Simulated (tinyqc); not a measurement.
# Changing the time step dt

Model: finite-difference solution of the diffusion equation on a small grid. Computed by tinyqc, a small Python program. Command: `OMP_NUM_THREADS=1 python tinyqc.py 3008755 3008756 out.jsonl fdiff sweep`. One thread of a shared host (Intel(R) Xeon(R) Processor @ 2.30GHz), about 0.01 s of CPU time with the checks.

dC/dt = D d2C/dx2 on nodes x_j = j dx, j = 0..8; the far end is sealed.

Inputs (values chosen for the exercise):

| quantity | value | unit |
|---|---|---|
| diffusivity D | 6.4 | nm^2/s |
| grid spacing dx | 50 | nm |
| final time t_f | 1960 | s |
| surface value C_s | 21 | % of a reference |

Boundary at x = 0: fixed surface value. Scheme: explicit.

start values C_j, j = 0, 1, ... (% of a reference): 0  0  0  0  0  0  0  0  0

Method:
- The operator M acts as (M C)_j = C_(j-1) - 2 C_j + C_(j+1); at the sealed far end a mirror node gives 2 C_(N-2) - 2 C_(N-1); at j = 0, C_0 is held at C_s from the start (row of zeros).
- r = D dt/dx^2.
- With r = D dt/dx^2: (1 - theta r M) C(new) = (1 + (1 - theta) r M) C(old); theta = 0 explicit, 1 implicit, 1/2 Crank-Nicolson.
- The run takes n = round(t_f/dt) steps of length t_f/n.
- The dose is the trapezoidal sum of C dx; the error is the largest difference from exp(M D t/dx^2) C(0), the exact time evolution on the same grid.

One run for each value:

| time step dt (s) | largest error at t_f (%) | mesh ratio r | final C_4 (%) | final dose (% nm) |
|---|---|---|---|---|
| 7.7 | 0.0109 | 0.0196 | 4.378 | 2688 |
| 15.3 | 0.0218 | 0.0392 | 4.384 | 2690 |
| 30.6 | 0.0436 | 0.0784 | 4.396 | 2692 |
| 61.2 | 0.0871 | 0.1568 | 4.420 | 2697 |
| 122.5 | 0.1735 | 0.3136 | 4.472 | 2707 |

What does the table show, and why?

Over the rows, largest error at t_f (%) rises from 0.0109 to 0.174 (exponent d ln y / d ln x about 1.00 throughout). The exponent of largest error at t_f stays at 1: first order in the step.

Extremes, crossings and ranges named in words are read from the listed rows.
